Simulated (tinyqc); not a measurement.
## Switching power and leakage at the onset of runaway

Problem. T = T0 + Rth P(T), P(T) = Pd + Pl (T/300 K)^2 exp[(q Ea/kB)(1/(300 K) - 1/T)]. At the onset of runaway the loop gain Rth dP/dT equals one as well. Find Pd and the critical Pl.

Parameters, values chosen for the exercise: ambient temperature T0 = 320 K; activation energy of the leakage Ea = 0.35 eV; thermal resistance Rth = 81 K/W.

Constants: q = 1.602176634e-19 C, kB = 1.380649e-23 J/K. Results are converted to the units shown.

temperature at the onset of runaway = 402.73524 K

Solution. With s = 2/T + q Ea/(kB T^2), unit gain means Rth (P - Pd) = 1/s; the heat balance then gives Pd, and the leakage term Pl.

Pd = 0.6100 W
critical Pl = 0.007221 W

Numbers from tinyqc (`OMP_NUM_THREADS=1 python tinyqc.py 2520008 2520009 out.jsonl`; about 0.01 s on one thread of a shared Intel Xeon 2.30GHz).
